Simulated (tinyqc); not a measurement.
# Hole mobility in a silicon inversion layer, empirical terms and Matthiessen rule, step by step

Numbers from tinyqc (`OMP_NUM_THREADS=1 python tinyqc.py 2510099 2510100 out.jsonl`; about 0.01 s on one thread of a shared Intel Xeon 2.30GHz). Printed values are rounded.

Inversion layer of sheet density Ns on a uniformly doped body. The mobility terms are empirical power laws with prefactors chosen for the exercise; adding their inverses (Matthiessen) is itself an approximation.

Inputs (values chosen for the exercise); material values close to those of silicon: temperature T = 300 K; band gap Eg = 1.12 eV; relative permittivity of the semiconductor eps_r = 11.8; conduction-band density of states at T Nc = 2.8e19 cm^-3; valence-band density of states at T Nv = 2.64e19 cm^-3; body doping Nb = 1.6e18 cm^-3; reverse body bias Vsb = 1 V; weight of the inversion charge in the effective field eta = 0.3333; gate capacitance Cox = 2.04 uF/cm^2; phonon-limited mobility at 1 MV/cm and 300 K Ap = 125 cm^2/(V s); roughness-limited mobility at 1 MV/cm As = 301 cm^2/(V s); exponent of the roughness term gs = 1; Coulomb prefactor Ac = 2100 cm^2/(V s); charge at the interface Nit = 1.1e10 cm^-2; inversion density Ns = 8.8e11 cm^-2; ratio W/L WL = 1; drain voltage Vd = 0.05 V; measured linear current I = 0.349 uA.

Constants: q = 1.602176634e-19 C, kB = 1.380649e-23 J/K, Vt = kB T/q, eps0 = 8.8541878128e-14 F/cm where lengths are in cm. Results are converted to the units shown.

## Depletion charge and effective field

ni = sqrt(Nc Nv) exp(-Eg/(2 Vt)), Eg in volts; Ndep = sqrt(2 eps0 eps_r Nb (2 Vt ln(Nb/ni) + Vsb)/q); E = q (Ndep + eta Ns)/(eps0 eps_r), in MV/cm.

ni = 1.06364e10 cm^-3
Ndep = 6.41738e12 cm^-2
E = 1.02907 MV/cm

The depletion charge gives 95.6 % of the field.

## Mobility terms and their sum

With t = T/(300 K): muC = Ac (Ns/1e12 cm^-2) t/(Nb/1e17 cm^-3 + Nit/1e11 cm^-2), muP = Ap E^(-1/3) t^(-1.75), muS = As E^(-gs); 1/mu is the sum of the inverses.

terms (cm^2/(V s)): Coulomb 114.711, phonon 123.812, roughness 292.496
mu = 49.4727 cm^2/(V s)
shares of 1/mu (%): Coulomb 43.1280, phonon 39.9581, roughness 16.9140

The Coulomb term limits most.

## Iteration 1: inversion density for the measured current

Ns at the start = 6.2e11 cm^-2

I = (W/L) q Ns mu Vd. E = q (Ndep + eta Ns)/(eps0 eps_r) in MV/cm. With t = T/(300 K): muC = Ac (Ns/1e12 cm^-2) t/(Nb/1e17 cm^-3 + Nit/1e11 cm^-2), muP = Ap E^(-1/3) t^(-1.75), muS = As E^(-gs); 1/mu is the sum of the inverses. Ns(new) = I/((W/L) q mu Vd).

E = 1.01578 MV/cm
mu = 42.0347 cm^2/(V s)
Ns after iteration 1 = 1.03642e12 cm^-2

## Iteration 2: inversion density for the measured current

As before.

E = 1.03707 MV/cm
mu = 52.7847 cm^2/(V s)
Ns after iteration 2 = 8.25348e11 cm^-2

## Course of the iteration: inversion density for the measured current

Stop when Ns changes by less than 1e5 cm^-2, or after 120 iterations.

Course of the iteration:
```
iteration  Ns (cm^-2)  |change| (cm^-2)
1          1.03642e12           4.16e11
2          8.25348e11           2.11e11
3          9.05027e11           7.97e10
4          8.70430e11           3.46e10
5          8.84650e11           1.42e10
6          8.78667e11            5.98e9
7          8.81160e11            2.49e9
8          8.80117e11            1.04e9
9          8.80553e11            4.36e8
10         8.80370e11            1.82e8
11         8.80447e11            7.61e7
12         8.80415e11            3.18e7
13         8.80428e11            1.33e7
14         8.80422e11            5.56e6
15         8.80425e11            2.32e6
16         8.80424e11            9.71e5
17         8.80424e11            4.06e5
18         8.80424e11            1.70e5
19         8.80424e11            7.09e4
```

Converged in 19 iterations. At the end each change is about 0.42 times the one before, with alternating sign: linear convergence.

## Split C-V extraction

```
point  Vg (V)  Cgc (uF/cm^2)      I (uA)
0         0.1     9.40603e-4  4.78285e-8
1         0.2      0.0145192  1.14207e-5
2         0.3       0.204463  0.00234085
3         0.4        1.29301    0.134258
4         0.5        1.96688    0.742740
5         0.6        2.03513     1.51591
6         0.7        2.03969     2.27822
7         0.8        2.03998     3.00700
8         0.9        2.04000     3.70040
9           1        2.04000     4.35998
10        1.1        2.04000     4.98803
11        1.2        2.04000     5.58690
12        1.3           2.04     6.15884
```

Q(Vg) is the trapezoid sum of Cgc from the first point (where Q is taken as 0); mu_eff = I/((W/L) Q Vd); mu_FE = (dI/dVg)/((W/L) Cox Vd) with a backward difference. Listed from point 4 on.

```
point  Q (uC/cm^2)  mu_eff (cm^2/(V s))  mu_FE (cm^2/(V s))
4         0.249590              59.5168             59.6551
5         0.449691              67.4201             75.8007
6         0.653431              69.7309             74.7364
7         0.857415              70.1411             71.4491
8          1.06141              69.7259             67.9807
9          1.26541              68.9100             64.6649
10         1.46941              67.8914             61.5731
11         1.67341              66.7725             58.7129
12         1.87741              65.6098             56.0722
```

At the last point mu_FE is 15 % below mu_eff: where the mobility falls with gate voltage the slope of I understates it.
